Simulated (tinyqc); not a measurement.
Speciation in dilute and buffered hydrofluoric acid, oxide etch rate and bath loading: one step, computed by the program tinyqc. Command: `OMP_NUM_THREADS=1 python tinyqc.py 3120643 3120644 out.jsonl hfetch walk`. One thread of a shared host (Intel(R) Xeon(R) Processor @ 2.30GHz), about 0.01 s of CPU time with the checks.

Concentrations stand for activities, NH4+ and Cl- are spectators, and water ionisation is neglected. H, F and HF2 denote the ions H+, F- and HF2-. The base temperature is 298 K.

Question. Etch rate. Rate = k_a ([HF] + 2 [H2F2]) + k_b [HF2], an empirical two-term form. Time = oxide/rate; a temperature error changes the rate by exp((E_a/k_B)(1/298 - 1/(298 + error))) - 1.

Inputs (values chosen for the exercise, of the order of those for thermal oxide at room temperature):

| quantity | value | unit |
|---|---|---|
| rate constant of neutral HF k_a | 16 | nm L/(min mol) |
| rate constant of HF2 k_b | 46 | nm L/(min mol) |
| activation energy | 0.31 | eV |
| temperature error | 3 | K |
| oxide removed per wafer | 260 | nm |

[HF] = 0.02438326 mol/L

[H2F2] = 0.001736066 mol/L

[HF2] = 0.003667293 mol/L

Constants: k_B = 8.617333262e-05 eV/K.

Give: etch rate; share of HF2 in the rate; etch time; rate change from the temperature error.

Answer.

etch rate = 0.6144 nm/min

share of HF2 in the rate = 27.46 %

etch time = 25391 s

rate change from the temperature error = 12.79 %
